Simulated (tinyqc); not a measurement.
Comparisons within one model: alloy A(1-x)B(x) by interpolation with bowing. A value that a table varies takes the place of the one given here.

Each gap follows E(x) = (1 - x) E_A + x E_B - C x (1 - x); the lattice constant follows Vegard, a(x) = (1 - x) a_A + x a_B.

Mass at Gamma from the Kane formula 1/m = F + Ep (Eg + 2 Dso/3)/(Eg (Eg + Dso)). F is fixed by the masses of A and B and interpolated linearly, as is Ep; Eg and Dso carry their bowing.

Constants: hc = 1239.841984 eV nm.

Parameters, chosen for this exercise (A near AlAs, B near GaAs; shifted at random, so the results belong to these values and not to a real crystal):
- a = (5.669, 5.655) angstrom (lattice constant of A, B)
- Eg = (3.131, 1.504) eV (gap at Gamma to the s-like level of A, B)
- EgX = (2.211, 2.005) eV (gap to the lowest valley along Gamma-X of A, B)
- EgL = (2.463, 1.818) eV (gap to L of A, B)
- C = (0.401, 0.06, 0.05) eV (bowing of the Gamma, X and L gaps)
- Dso = (0.276, 0.339) eV (spin-orbit splitting of A, B)
- Ep = (21.3, 25.6) eV (Kane energy of A, B)
- me = (0.1501, 0.0678) m0 (electron mass at Gamma of A, B)
- Cs = 0 eV (bowing of Dso)
- x = 0.47 (fraction of B)

## Gaps across the alloy

Eleven compositions.

Gaps (eV):

| x | a (angstrom) | Gamma | X | L | lowest | wavelength (nm) |
|---|---|---|---|---|---|---|
| 0.0 | 5.6690 | 3.131 | 2.211 | 2.463 | X | 561 |
| 0.1 | 5.6676 | 2.932 | 2.185 | 2.394 | X | 567 |
| 0.2 | 5.6662 | 2.741 | 2.160 | 2.326 | X | 574 |
| 0.3 | 5.6648 | 2.559 | 2.137 | 2.259 | X | 580 |
| 0.4 | 5.6634 | 2.384 | 2.114 | 2.193 | X | 586 |
| 0.5 | 5.6620 | 2.217 | 2.093 | 2.128 | X | 592 |
| 0.6 | 5.6606 | 2.059 | 2.073 | 2.064 | Gamma | 602 |
| 0.7 | 5.6592 | 1.908 | 2.054 | 2.001 | Gamma | 650 |
| 0.8 | 5.6578 | 1.765 | 2.037 | 1.939 | Gamma | 702 |
| 0.9 | 5.6564 | 1.631 | 2.020 | 1.878 | Gamma | 760 |
| 1.0 | 5.6550 | 1.504 | 2.005 | 1.818 | Gamma | 824 |

The lowest valley changes at x = 0.580 (X to L, gap 2.077 eV) and x = 0.594 (L to Gamma, gap 2.068 eV). The middle valley is lowest only in a narrow window, which small changes of the inputs would close. The Gamma gap is monotonic, since its bowing (0.401 eV) is smaller than the difference of the end gaps (1.627 eV); at x = 0.5 bowing lowers it by C/4 = 0.100 eV.

## Three ways to interpolate a mass

Linear in m, linear in 1/m, and the Kane formula.

Masses (m0):

| x | Eg (eV) | linear in m | linear in 1/m | Kane | Kane m/Eg (1/eV) |
|---|---|---|---|---|---|
| 0.000 | 3.131 | 0.1501 | 0.1501 | 0.1501 | 0.0479 |
| 0.125 | 2.884 | 0.1398 | 0.1303 | 0.1383 | 0.0480 |
| 0.250 | 2.649 | 0.1295 | 0.1152 | 0.1267 | 0.0478 |
| 0.375 | 2.427 | 0.1192 | 0.1031 | 0.1155 | 0.0476 |
| 0.500 | 2.217 | 0.1090 | 0.0934 | 0.1047 | 0.0472 |
| 0.625 | 2.020 | 0.0987 | 0.0853 | 0.0944 | 0.0468 |
| 0.750 | 1.836 | 0.0884 | 0.0786 | 0.0849 | 0.0462 |
| 0.875 | 1.664 | 0.0781 | 0.0728 | 0.0760 | 0.0457 |
| 1.000 | 1.504 | 0.0678 | 0.0678 | 0.0678 | 0.0451 |

At x = 0.5 the three give 0.1090, 0.0934 and 0.1047; judged by the largest distance, the Kane value is closer to the interpolation in m (largest distances 0.0043 m0 from the rule in m, 0.0123 m0 from the rule in 1/m). The ratio m/Eg varies by a factor of 1.06 while the gap varies by 2.08; a constant ratio is the two-band rule m = Eg/Ep at fixed Ep.

## What each parameter does

Gaps at x and the Kane mass. Each row changes one parameter from the base and keeps the others.

Results:

| case | Gamma (eV) | X (eV) | L (eV) | mass (m0) |
|---|---|---|---|---|
| base | 2.2664 | 2.0992 | 2.1474 | 0.1072 |
| x = 0.43 | 2.3331 | 2.1077 | 2.1734 | 0.1106 |
| C = (0.501, 0.16, 0.15) eV | 2.2415 | 2.0743 | 2.1225 | 0.1060 |
| Eg = (3.288, 1.504) eV | 2.3496 | 2.0992 | 2.1474 | 0.1092 |
| EgX = (2.211, 1.905) eV | 2.2664 | 2.0522 | 2.1474 | 0.1072 |
| EgL = (2.34, 1.818) eV | 2.2664 | 2.0992 | 2.0822 | 0.1072 |
| Ep = (23.4, 28.2) eV | 2.2664 | 2.0992 | 2.1474 | 0.1086 |
| Cs = 0.05 eV | 2.2664 | 2.0992 | 2.1474 | 0.1070 |

The largest shifts from the base row, up to three for each result and ties (the steps differ in size, so this ranks the rows, not the parameters). Gamma (eV): Eg +0.0832, x +0.0667, C -0.0249; unchanged at the printed digits by EgX, EgL, Ep and Cs. X (eV): EgX -0.0470, C -0.0249, x +0.0085; unchanged at the printed digits by Eg, EgL, Ep and Cs. L (eV): EgL -0.0652, x +0.0260, C -0.0249; unchanged at the printed digits by Eg, EgX, Ep and Cs. mass (m0): x +0.0034, Eg +0.0020, Ep +0.0014; unchanged at the printed digits by EgX and EgL.

Computed by tinyqc, a small Python program: `OMP_NUM_THREADS=1 python tinyqc.py 1050570 1050571 out.jsonl` (the numbers bound the seed that draws the inputs); one thread of a shared host (Intel(R) Xeon(R) Processor @ 2.30GHz), about 0.01 s for the whole set of steps.
